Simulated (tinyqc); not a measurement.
# p-n diode, drift-diffusion by the Gummel loop with Scharfetter-Gummel fluxes: effects of single changes

Abrupt junction at x = 0, p side from -Lp, n side to Ln, ohmic contacts. psi is counted from the intrinsic level; n = ni exp((psi - phin)/Vt), p = ni exp((phip - psi)/Vt). Contacts: p side psi = V - Vt ln(Na/ni), p = Na, n = ni^2/Na; n side psi = Vt ln(Nd/ni), n = Nd, p = ni^2/Nd. Constant mobilities, D = mu Vt, Boltzmann statistics, SRH recombination through a mid-gap level, U = (n p - ni^2)/(tp (n + ni) + tn (p + ni)). Current is positive from the p contact to the n contact.

Inputs (values chosen for the exercise); band and dielectric values close to those of gallium arsenide:
```
symbol,value,unit,meaning
T,300,K,temperature
Eg,1.45,eV,band gap
eps_r,12.7,,relative permittivity
Nc,4.47e17,cm^-3,conduction-band density of states at T
Nv,8.87e18,cm^-3,valence-band density of states at T
Na,2.7e16,cm^-3,acceptor density of the p side
Nd,4.5e16,cm^-3,donor density of the n side
mun,5600,cm^2/(V s),electron mobility
mup,350,cm^2/(V s),hole mobility
tn,2e-8,s,SRH lifetime of electrons
tp,1e-10,s,SRH lifetime of holes
Lp,1.1,um,length of the p side
Ln,1.9,um,length of the n side
G,0,cm^-3 s^-1,uniform generation rate
```

Constants: q = 1.602176634e-19 C, kB = 1.380649e-23 J/K, Vt = kB T/q, eps0 = 8.8541878128e-14 F/cm where lengths are in cm. Results are converted to the units shown.

Each table varies one quantity; the others keep the values above.

## Current against voltage in the dark

ni = sqrt(Nc Nv) exp(-Eg/(2 Vt)), Eg in volts. Poisson and both continuity equations are solved self-consistently with Scharfetter-Gummel fluxes on a graded mesh of 500 nodes. J_scr is q times the integral of U between -xp and xn. Ideal diffusion current J_id = q ni^2 [Dn coth(wp/Le)/(Le Na) + Dp coth(wn/Lh)/(Lh Nd)] (exp(V/Vt) - 1), Le = sqrt(Dn tn), Lh = sqrt(Dp tp), wp = Lp - xp, wn = Ln - xn, with xp and xn from the depletion approximation (W = sqrt(2 eps0 eps_r (Vbi - V)(1/Na + 1/Nd)/q), xp = W Nd/(Na + Nd), xn = W Na/(Na + Nd), Vbi = Vt ln(Na Nd/ni^2)). Ideality factor = 0.004 V/(Vt ln[J(V + 0.004 V)/J(V)]). Here G = 0.

In this table G = 0 cm^-3 s^-1.

Results:
columns A: V (V); B: J (A/cm^2); C: ideality factor; D: J_scr/J (%); E: J_id (A/cm^2); F: share recombining at the contacts (%); G: larger minority/doping at -xp and xn
```
A           B     C      D         E        F         G
0.25  1.16e-8  1.89    100  2.86e-13  0.00220  6.15e-17
0.36  1.06e-7  1.93    100  2.00e-11   0.0167  4.31e-15
0.58  8.93e-6  1.89   98.9   9.70e-8    0.964  2.11e-11
0.69  9.03e-5  1.76   92.6   6.75e-6     6.62   1.47e-9
0.79  9.96e-4  1.44   68.1   3.19e-4     28.4   6.95e-8
0.9    0.0295  1.12   25.4    0.0222     66.2   4.80e-6
1.01     1.61  1.03   5.61      1.54     83.7   3.27e-4
1.12     98.5  1.07  0.534       106     90.4    0.0201
```

Estimate the missing row, V = 0.47 V.

Computed row:
columns A: V (V); B: J (A/cm^2); C: ideality factor; D: J_scr/J (%); E: J_id (A/cm^2); F: share recombining at the contacts (%); G: larger minority/doping at -xp and xn
```
A           B     C     D        E      F         G
0.47  9.64e-7  1.93  99.9  1.39e-9  0.128  3.02e-13
```

With this row back in the table: J rises from 1.16e-8 to 98.5 A/cm^2; the ideality factor moves up and down between 1.03 and 1.93. Recombination in the depleted layer carries over half of the current up to V = 0.79 V, where the factor is 1.44; it grows roughly as exp(V/2 Vt), so diffusion overtakes it. Where the factor is lowest (V = 1.01 V), J is 4.8 % above the ideal diffusion current.

## Effect of the length of the n side at fixed bias

Same model as above.

In this table V = 0.65 V.

Result of one run:
columns A: Ln (um); B: J (A/cm^2); C: ideality factor; D: J_scr/J (%); E: J_id (A/cm^2); F: share recombining at the contacts (%); G: larger minority/doping at -xp and xn
```
A          B     C     D        E     F         G
3.1  3.82e-5  1.83  96.2  1.44e-6  3.35  3.14e-10
```

What becomes of these results when the length of the n side Ln is changed from 3.1 to 8.5 um, all else the same?

Result of the changed run:
columns A: Ln (um); B: J (A/cm^2); C: ideality factor; D: J_scr/J (%); E: J_id (A/cm^2); F: share recombining at the contacts (%); G: larger minority/doping at -xp and xn
```
A          B     C     D        E     F         G
8.5  3.82e-5  1.83  96.2  1.44e-6  3.35  3.14e-10
```

The whole series:
columns A: Ln (um); B: J (A/cm^2); C: ideality factor; D: J_scr/J (%); E: J_id (A/cm^2); F: share recombining at the contacts (%); G: larger minority/doping at -xp and xn
```
A          B     C     D        E     F         G
1.9  3.82e-5  1.83  96.2  1.44e-6  3.35  3.14e-10
3.1  3.82e-5  1.83  96.2  1.44e-6  3.35  3.14e-10
5.2  3.82e-5  1.83  96.2  1.44e-6  3.35  3.14e-10
8.5  3.82e-5  1.83  96.2  1.44e-6  3.35  3.14e-10
14   3.82e-5  1.83  96.2  1.44e-6  3.35  3.14e-10
23   3.82e-5  1.83  96.2  1.44e-6  3.35  3.14e-10
38   3.82e-5  1.83  96.2  1.44e-6  3.35  3.14e-10
```

As Ln rises from 1.9 to 38, J stays near 3.82e-5 A/cm^2, the share of the depleted layer stays near 96.2 % and the share lost at the contacts stays near 3.35 %. The exponent d ln J/d ln Ln is 0.00 between the first two rows and 0.00 between the last two. J less J_scr is 0.48 % below J_id in the last row.

Program tinyqc, `OMP_NUM_THREADS=1 python tinyqc.py 2240086 2240087 out.jsonl`; Intel Xeon 2.30GHz, shared host, one thread, about 0.1 s.
